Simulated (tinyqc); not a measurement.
Worked calculation: ROHF in the 6-311g basis, for H2+, spin multiplicity 2. One step of it, computed by the program tinyqc.

Task: Iteration 1: diagonalisation and new density. Diagonalise F' = X^T F X, C = X C', fill 1 alpha and 0 beta electrons from the bottom; D(s) = C_occ C_occ^T. Each column has its largest component positive (the first on a tie).

effective F (hartree), order 1H 1s, 1H 2s, 1H 3s, 2H 1s, 2H 2s, 2H 3s:
$$\begin{pmatrix}
0.156215 & -0.629967 & -0.502145 & -0.385169 & -0.474921 & -0.410126 \\
-0.629967 & -0.578648 & -0.509629 & -0.474921 & -0.535833 & -0.461617 \\
-0.502145 & -0.509629 & -0.433244 & -0.410126 & -0.461617 & -0.409912 \\
-0.385169 & -0.474921 & -0.410126 & 0.156215 & -0.629967 & -0.502145 \\
-0.474921 & -0.535833 & -0.461617 & -0.629967 & -0.578648 & -0.509629 \\
-0.410126 & -0.461617 & -0.409912 & -0.502145 & -0.509629 & -0.433244
\end{pmatrix}$$

X, order 1H 1s, 1H 2s, 1H 3s, 2H 1s, 2H 2s, 2H 3s:
$$\begin{pmatrix}
0.640433 & -0.948586 & -0.699852 & 0.623955 & 0.547884 & 0.154880 \\
-1.939814 & 1.474586 & 0.850046 & 0.108649 & 0.336748 & 0.237109 \\
2.554240 & -0.845534 & 0.821042 & -0.510521 & 0.118370 & 0.239754 \\
-0.640433 & -0.948586 & 0.699852 & 0.623955 & -0.547884 & 0.154880 \\
1.939814 & 1.474586 & -0.850046 & 0.108649 & -0.336748 & 0.237109 \\
-2.554240 & -0.845534 & -0.821042 & -0.510521 & -0.118370 & 0.239754
\end{pmatrix}$$

Give: F' = X^T F X; orbital energies; coefficients C; D(alpha) after iteration 1; D(beta) after iteration 1.

Result:

F' = X^T F X (hartree):
$$\begin{pmatrix}
0.9374 & 0.0000 & -0.8551 & 0.0000 & 0.3524 & 0.0000 \\
0.0000 & 1.6347 & 0.0000 & -0.8996 & 0.0000 & -0.0213 \\
-0.8551 & 0.0000 & 0.8834 & 0.0000 & -0.6193 & 0.0000 \\
0.0000 & -0.8996 & 0.0000 & 0.4342 & 0.0000 & -0.2035 \\
0.3524 & 0.0000 & -0.6193 & 0.0000 & 0.1687 & 0.0000 \\
0.0000 & -0.0213 & 0.0000 & -0.2035 & 0.0000 & -0.7519
\end{pmatrix}$$

orbital energies (hartree): MO1 -0.8015, MO2 -0.2150, MO3 0.0005, MO4 0.1832, MO5 2.0213, MO6 2.1180

coefficients C, order 1H 1s, 1H 2s, 1H 3s, 2H 1s, 2H 2s, 2H 3s:
$$\begin{pmatrix}
0.2042 & 0.1385 & -0.0519 & -0.1197 & -1.0801 & -1.1264 \\
0.3905 & 0.3683 & -0.7209 & -1.2348 & 1.7142 & 1.2531 \\
0.0387 & 1.1097 & 0.8863 & 2.1636 & -1.1399 & -0.4961 \\
0.2042 & -0.1385 & -0.0519 & 0.1197 & 1.0801 & -1.1264 \\
0.3905 & -0.3683 & -0.7209 & 1.2348 & -1.7142 & 1.2531 \\
0.0387 & -1.1097 & 0.8863 & -2.1636 & 1.1399 & -0.4961
\end{pmatrix}$$

D(alpha) after iteration 1, order 1H 1s, 1H 2s, 1H 3s, 2H 1s, 2H 2s, 2H 3s:
$$\begin{pmatrix}
0.0417 & 0.0798 & 0.0079 & 0.0417 & 0.0798 & 0.0079 \\
0.0798 & 0.1525 & 0.0151 & 0.0798 & 0.1525 & 0.0151 \\
0.0079 & 0.0151 & 0.0015 & 0.0079 & 0.0151 & 0.0015 \\
0.0417 & 0.0798 & 0.0079 & 0.0417 & 0.0798 & 0.0079 \\
0.0798 & 0.1525 & 0.0151 & 0.0798 & 0.1525 & 0.0151 \\
0.0079 & 0.0151 & 0.0015 & 0.0079 & 0.0151 & 0.0015
\end{pmatrix}$$

D(beta) after iteration 1, order 1H 1s, 1H 2s, 1H 3s, 2H 1s, 2H 2s, 2H 3s:
$$\begin{pmatrix}
0.0000 & 0.0000 & 0.0000 & 0.0000 & 0.0000 & 0.0000 \\
0.0000 & 0.0000 & 0.0000 & 0.0000 & 0.0000 & 0.0000 \\
0.0000 & 0.0000 & 0.0000 & 0.0000 & 0.0000 & 0.0000 \\
0.0000 & 0.0000 & 0.0000 & 0.0000 & 0.0000 & 0.0000 \\
0.0000 & 0.0000 & 0.0000 & 0.0000 & 0.0000 & 0.0000 \\
0.0000 & 0.0000 & 0.0000 & 0.0000 & 0.0000 & 0.0000
\end{pmatrix}$$
